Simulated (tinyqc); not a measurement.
Inside a calculation. Model: deep-level transient spectroscopy (DLTS) of one majority-carrier trap. Computed by tinyqc, a small Python program that keeps every step. Command: `OMP_NUM_THREADS=1 python tinyqc.py 3003778 3003779 out.jsonl dlts walk`. One thread of a shared host (Intel(R) Xeon(R) Processor @ 2.30GHz), about 0.06 s of CPU time with the checks. Intermediate numbers are printed to about 6 digits and carried at full precision; extremes and crossings named in words are read from the listed rows.

A filling pulse loads the traps in a one-sided junction; under reverse bias they empty at the rate e, and the capacitance relaxes as C(t) = C_0 - dC exp(-e t). The signal is S = [C(t_2) - C(t_1)]/dC.

Inputs (values chosen for the exercise, with mass and screening modelled on CdTe):

| quantity | value | unit |
|---|---|---|
| density-of-states mass m | 0.096 | m_0 |
| valleys M | 1 | - |
| trap depth E_t | 0.534 | eV |
| cross-section sigma_0 | 1.6e-17 | cm^2 |
| degeneracy ratio g | 1 | - |
| gate time t_1 | 0.002 | s |
| ratio t_2/t_1 | 10 | - |
| temperature T | 280 | K |
| doping N | 2.2e+16 | cm^-3 |
| trap density N_t | 9e+13 | cm^-3 |
| dielectric constant eps | 10.2 | - |
| built-in voltage V_b | 0.83 | V |
| reverse bias V_r | 6.1 | V |
| diode area | 0.00054 | cm^2 |
| capture barrier E_b | 0.085 | eV |

Carriers: electrons. Extra term: capture barrier.

Constants: k_B = 8.617333262e-05 eV/K; k_B = 1.380649e-23 J/K; m_0 = 9.1093837015e-31 kg; h = 6.62607015e-34 J s; eps_0 = 8.8541878128e-12 F/m; e = 1.602176634e-19 C.

## Emission rate at T

e = g sigma v N_b exp(-E/k_B T), v = sqrt(3 k_B T/m), N_b = 2 M (2 pi m k_B T/h^2)^(3/2), sigma = sigma_0 exp(-E_b/k_B T), E = E_t.

thermal velocity v = 3.64167e+07 cm/s

N_b = 6.73029e+17 cm^-3

sigma = 4.72267e-19 cm^2

E = 0.534 eV

emission rate e = 0.00283104 1/s

## Rate window and signal

S(e) = exp(-e t_1) - exp(-e t_2) peaks at the rate window e_0 = ln(t_2/t_1)/(t_2 - t_1).

rate window e_0 = 127.921 1/s

peak height S_max = 0.696837

signal at T = 5.09571e-05

At this T the trap empties slower than the window, by a factor 45200: the point lies on the low-temperature side of the peak.

## Peak temperature and width

T_p solves e(T) = e_0 (bisection between 15 and 1500 K); the half-height points solve S = S_max/2 on either side.

peak temperature T_p = 451.962 K

lower half-height point = 414.316 K

upper half-height point = 490.608 K

full width = 76.2917 K

The width is 16.9 % of T_p, and E_t is 13.7 k_B T_p.

## Peaks for six windows

t_1 is scaled by 0.1, 0.3, 1, 3, 10 and 30 at fixed t_2/t_1; each T_p by bisection.

Arrhenius data:

| t_1 (s) | e_0 (1/s) | T_p (K) | 1/(k_B T_p) (1/eV) | ln(e_0/T_p^2) |
|---|---|---|---|---|
| 0.0002 | 1.27921e+03 | 518.119 | 22.3974 | -5.3464 |
| 0.0006 | 4.26405e+02 | 484.430 | 23.9550 | -6.3106 |
| 0.0020 | 1.27921e+02 | 451.962 | 25.6759 | -7.3758 |
| 0.0060 | 4.26405e+01 | 425.736 | 27.2575 | -8.3548 |
| 0.0200 | 1.27921e+01 | 400.127 | 29.0021 | -9.4347 |
| 0.0600 | 4.26405e+00 | 379.192 | 30.6033 | -10.4259 |

## Arrhenius fit

Least squares of ln(e_0/T_p^2) on 1/(k_B T_p): slope -E_a, intercept ln(gamma sigma_a) with gamma = v N_b/T^2 = sqrt(3 k_B/m) 2 M (2 pi m k_B/h^2)^(3/2). For comparison, the slope of ln e_0 alone.

apparent depth E_a = 0.619000 eV

intercept = 8.51758

gamma = 3.12622e+20 cm^-2 s^-1 K^-2

apparent cross-section = 1.60000e-17 cm^2

slope without T^2 = 0.694967 eV

The apparent depth is 0.6190 eV against E_t = 0.534 eV, and the apparent cross-section is 1.00 times sigma_0: the capture barrier adds to the slope, so the true depth needs a separate measurement of capture. Leaving out the T^2 factor overstates the slope by 76 meV, about 2 k_B T_p.

## Signal size and trap density

W = sqrt(2 eps eps_0 (V_b + V_r)/(e N)), C_0 = eps eps_0 area/W. The pulse goes to zero bias, W_0 = W(V_r = 0). Traps within lambda = sqrt(2 eps eps_0 (E_t - E_F)/(e^2 N)) of the depletion edge stay filled, with E_F = k_B T_p ln(N_b/N) from the band, N_b = 2 M (2 pi m k_B T_p/h^2)^(3/2) (dopants taken as fully ionised). dC = C_0 (N_t/2N) f, f = [(W - lambda)^2 - max(W_0 - lambda, 0)^2]/W^2. The simple estimate is 2 N dC/C_0.

depletion width W = 0.595922 micrometre

C_0 = 8.18376 pF

lambda = 0.138217 micrometre

f = 0.576892

transient amplitude dC = 9.65690 fF

simple estimate of N_t = 5.19203e+13 cm^-3

The simple estimate finds 58 % of the traps.

Checks made by the program: the maximum of S(T) on a fine grid against T_p (relative difference below 1e-10).
